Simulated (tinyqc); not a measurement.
# Minority carriers and saturation current of a heavily doped emitter, step by step

tinyqc, about 0.01 s, one thread, Intel Xeon 2.30GHz (shared host): `OMP_NUM_THREADS=1 python tinyqc.py 2330079 2330080 out.jsonl` Printed values are rounded.

n-type, parabolic bands, full ionisation. eta = (EF - Ec)/kB T solves N = Nc F12(eta), F12(x) = (2/sqrt(pi)) int_0^infinity sqrt(u)/(1 + exp(u - x)) du. The gap shrinks rigidly by dEg = E1 [ln(N/N0) + sqrt(ln^2(N/N0) + 0.5)], an empirical law that is here taken as the true narrowing.

Inputs (values chosen for the exercise); band and dielectric values close to those of silicon:
```
symbol,value,unit,meaning
T,400,K,temperature
Eg,1.12,eV,band gap
Nc,4.39e19,cm^-3,conduction-band density of states at 400 K
Nv,4.1e19,cm^-3,valence-band density of states at 400 K
N,5.3e19,cm^-3,ionised donor density
E1,9,meV,energy of the narrowing law
N0,1.1e17,cm^-3,density of the narrowing law
mup,190,cm^2/(V s),minority-hole mobility
Cn,2.5e-31,cm^6/s,Auger coefficient
ts,6.8,us,defect lifetime
W,91,nm,emitter width
S,7600,cm/s,recombination velocity at the contact
```

Constants: q = 1.602176634e-19 C, kB = 1.380649e-23 J/K, Vt = kB T/q. Results are converted to the units shown.

Range of the model: Band tails, non-parabolic bands and incomplete ionisation are left out.

## Iteration 1: Fermi level

eta at the start (Boltzmann value) = 0.1884

Newton step on ln F12(eta) = ln(N/Nc): eta(new) = eta - ln(Nc F12/N) F12/Fm, Fm(x) = dF12/dx = (1/sqrt(pi)) int_0^infinity u^(-1/2)/(1 + exp(u - x)) du.

F12 = 0.885983
Fm = 0.678514
eta after iteration 1 = 0.592451

## Course of the iteration

Stop when eta changes by less than 1e-9.

Course of the iteration:
```
iteration       eta    change
1          0.592451     0.404
2          0.608231    0.0158
3          0.608256   2.49e-5
4          0.608256  6.23e-11
```

Converged in 4 iterations.

## Effective intrinsic density

converged eta = 0.608256

ni = sqrt(Nc Nv) exp(-Eg/(2 Vt)), Eg in volts; degeneracy factor g = F12(eta) exp(-eta); nie^2 = ni^2 exp(dEg/kB T) g, p0 = nie^2/N; apparent narrowing dEg + kB T ln g.

ni = 3.73194e12 cm^-3
dEg = 111.559 meV
g = 0.657127
apparent narrowing = 97.0863 meV
nie = 1.52599e13 cm^-3
p0 = 4.39367e6 cm^-3

Narrowing multiplies p0 by 25.4 and degeneracy by 0.657.

## Saturation current

1/tau = Cn N^2 + 1/ts, D = mup Vt, L = sqrt(D tau); J0 = (q p0 D/L)(s + tanh(W/L))/(1 + s tanh(W/L)), s = S L/D; the share recombining inside is 1 - 1/[cosh(W/L)(1 + tanh(W/L)/s)].

tau = 1.42370 ns
L = 965.610 nm
s = 0.112054
J0 = 9.73369e6 fA/cm^2
share recombining inside = 45.8499 %

Bulk and contact share the loss.
